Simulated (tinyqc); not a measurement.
Screening unbinds the donor: static screening by free carriers.

kF = (3 pi^2 n/Mv)^(1/3), EF = c kF^2/m with c = hbar^2/2m0, n in 1/angstrom^3 (1e-24 per 1/cm^3), e2 = e^2/(4 pi eps0). Thomas-Fermi: qTF^2 = 6 pi e2 n/(eps EF). Debye: qD^2 = 4 pi e2 n/(eps kB T).

F_j(eta) = (1/Gamma(j + 1)) integral_0^infinity x^j dx/(1 + exp(x - eta)), which tends to exp(eta) for eta << 0.

At finite T: qs^2 = qD^2 F_-1/2(eta)/F_1/2(eta), where n = Mv N F_1/2(eta) and N = 2 (m kB T/(4 pi c))^(3/2) with c = hbar^2/2m0, in 1/angstrom^3; times 1e24 for 1/cm^3.

Donor in the screened potential -(e2/eps) exp(-qs r)/r with the trial function exp(-r/a): E(a) = c/(m a^2) - (e2/eps) 4/(a (2 + qs a)^2), e2 = e^2/(4 pi eps0), c = hbar^2/2m0; isotropic mass.

Constants: hbar^2/2m0 = 3.80998211 eV angstrom^2; e^2/(4 pi eps0) = 14.39964547 eV angstrom; kB = 8.617333262e-05 eV/K; a0 (Bohr radius) = 0.5291772105 angstrom.

Values chosen for the exercise (near those of GaN; the results hold for these values, not for the real material): m = 0.194 m0 (mass of one isotropic valley); Mv = 1 (valleys); eps = 10 (background dielectric constant); T = 400 K.

All carriers n are taken as free and screen with qs(T); E(a) is minimised over a; a dash marks no bound state. aB = a0 eps/m.

Donor level:

| n (1/cm^3) | n^(1/3) aB | qs aB | E (meV) | a/aB |
|---|---|---|---|---|
| 4.0e+14 | 0.020 | 0.012 | -25.74 | 1.000 |
| 3.0e+15 | 0.039 | 0.034 | -24.63 | 1.001 |
| 2.0e+16 | 0.074 | 0.088 | -22.03 | 1.005 |
| 5.0e+16 | 0.100 | 0.139 | -19.74 | 1.013 |
| 1.0e+17 | 0.127 | 0.197 | -17.38 | 1.024 |
| 3.0e+17 | 0.183 | 0.337 | -12.36 | 1.067 |
| 9.0e+17 | 0.263 | 0.566 | -6.18 | 1.188 |
| 2.0e+18 | 0.344 | 0.803 | -1.99 | 1.436 |

aB = 27.3 angstrom

What can be read from this table?

The level rises from -25.74 meV at the lowest density to -1.99 meV at 2e+18 1/cm^3, against -26.40 meV unscreened. It stays bound over this range. This trial function loses binding at qs aB = 1 and the exact Yukawa problem at 1.19; the Mott rule of thumb is n^(1/3) aB = 0.26, which the last bound row of this table passes: the rule belongs to low temperature, and thermal carriers screen more weakly.

Computed by tinyqc, a small Python program: `OMP_NUM_THREADS=1 python tinyqc.py 1652169 1652170 out.jsonl` (the numbers bound the seed that draws the inputs); one thread of a shared host (Intel(R) Xeon(R) Processor @ 2.30GHz), about 0.01 s for the whole set of steps.
